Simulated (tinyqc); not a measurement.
Inside a calculation. Model: minority-electron transport through the base of a bipolar transistor (Moll-Ross and Kroemer integrals). Computed by tinyqc, a small Python program that keeps every step. Command: `OMP_NUM_THREADS=1 python tinyqc.py 3008064 3008065 out.jsonl base walk`. One thread of a shared host (Intel(R) Xeon(R) Processor @ 2.30GHz), about 0.01 s of CPU time with the checks. Intermediate numbers are printed to about 6 digits and carried at full precision; extremes and crossings named in words are read from the listed rows.

Low injection, one dimension, x from the emitter edge (0) to the collector edge (W), s = x/W. Recombination is treated as a small correction (valid for tau_B well below tau_n), computed from the stored charge.

Inputs (values chosen for the exercise, modelled on SiGe):
```
quantity                                     value        unit
intrinsic density n_i at the emitter edge  7.6e+10      1/cm^3
base doping at the emitter edge N_0        9.2e+18      1/cm^3
base width W                                    13          nm
mu_min                                         110  cm^2/(V s)
mu_max                                        1150  cm^2/(V s)
N_ref                                        9e+16      1/cm^3
saturation velocity v_s                       0.73    1e7 cm/s
electron lifetime tau_n                         40          ns
emitter Gummel number G_E                  1.1e+14      s/cm^4
base-emitter voltage V_BE                     0.64           V
temperature T                                  300           K
doping ratio N_0/N(W)                           39           -
gap narrowing across the base dE_g             110         meV
```

Base doping profile: Gaussian. Gap grading: linear. Exit of the base: infinite sink.

Constants: k_B = 8.617333262e-05 eV/K; e = 1.602176634e-19 C.

## Profile and built-in field

N(x) = N_0 (ratio)^(-s^2); n_i(x)^2 = n_i^2 exp(s dE_g/k_B T); D(x) = (k_B T/e) mu, mu = mu_min + (mu_max - mu_min)/(1 + (N/N_ref)^0.7). Field that drives electrons towards the collector, averaged over the base: (k_B T/e) ln[N_0 n_i(W)^2/(N(W) n_i^2)]/W.

Across the base:
```
s     N (1/cm^3)  n_i(x)^2/n_i^2  D (cm^2/s)   y (s/cm^5)
0.0  9.20000e+18          1.0000      3.8580  2.38467e+18
0.2  7.94594e+18          2.3420      3.9630  8.56131e+17
0.4  5.11938e+18          5.4849      4.3438  2.14873e+17
0.6  2.46039e+18         12.8455      5.2587  3.64227e+16
0.8  8.82077e+17         30.0840      7.3686  3.97910e+15
1.0  2.35897e+17         70.4561     11.9174  2.80945e+14
```

drift factor eta (potential drop in k_B T/e) = 7.91855

mean built-in field = 157.470 kV/cm

## Collector current and transit time

With y(x) = N n_i^2/(D n_i(x)^2): base Gummel number G_B = int_0^W y dx; J_C = e n_i^2 exp(e V_BE/k_B T)/G_B; n(x) = (J_C/e)(n_i(x)^2/(N n_i^2)) [int_x^W y dx]; transit time tau_B = (e/J_C) int n dx; trapezoid rule on 401 even points.

base Gummel number G_B = 5.54841e+11 s/cm^4

collector current density J_C = 94.1231 A/cm^2

base transit time tau_B = 0.0377692 ps

share of the exit term in G_B = 0 %

mean velocity W/tau_B = 3.44196 1e7 cm/s

Plain diffusion with the D of the emitter edge would take W^2/(2D) = 0.219 ps, 5.80 times the result. Caution: the mean velocity exceeds v_s, so drift-diffusion with a low-field mobility overstates the speed. Caution: the base is only a few mean free paths wide, so transport is partly ballistic.

## Gain and speed

Emitter-limited gain beta_E = G_E/G_B; recombination-limited gain beta_R = tau_n/tau_B; 1/beta = 1/beta_E + 1/beta_R; f_T from the base alone = 1/(2 pi tau_B).

beta_E = 198.255

beta_R = 1.05906e+06

current gain beta = 198.218

f_T from the base alone = 4213.88 GHz

The gain is limited mainly by hole injection into the emitter (100 % of the base current).

## What grading buys

The formulas are those given above.

The same base with other gradings:
```
dE_g (meV)  dE_g/k_B T  G_B (s/cm^4)  J_C gain  tau_B (ps)  speed gain
0               0.0000   1.29389e+12   1.00000   0.0684722     1.00000
25              0.9670   1.02137e+12   1.26682   0.0581658     1.17719
50              1.9341   8.30415e+11   1.55813   0.0503508     1.35990
75              2.9011   6.92098e+11   1.86953   0.0442710     1.54666
100             3.8682   5.88895e+11   2.19716   0.0394339     1.73638
150             5.8023   4.47889e+11   2.88888   0.0322710     2.12179
200             7.7363   3.57979e+11   3.61445   0.0272566     2.51213
300            11.6045   2.52497e+11   5.12439   0.0207480     3.30019
```

At 100 meV J_C rises by a factor 2.20 and the transit is 1.74 times faster; at 300 meV the factors are 5.12 and 3.30. For a uniform base without exit term both tend to be linear in dE_g/k_B T, J_C as x/(1 - exp(-x)) and the speed as x/2. From 0 meV on the mean velocity W/tau_B exceeds v_s, so those speed gains are overstated.

Checks made by the program: Gummel integral against a 60-point Gauss rule (relative difference 1e-06).
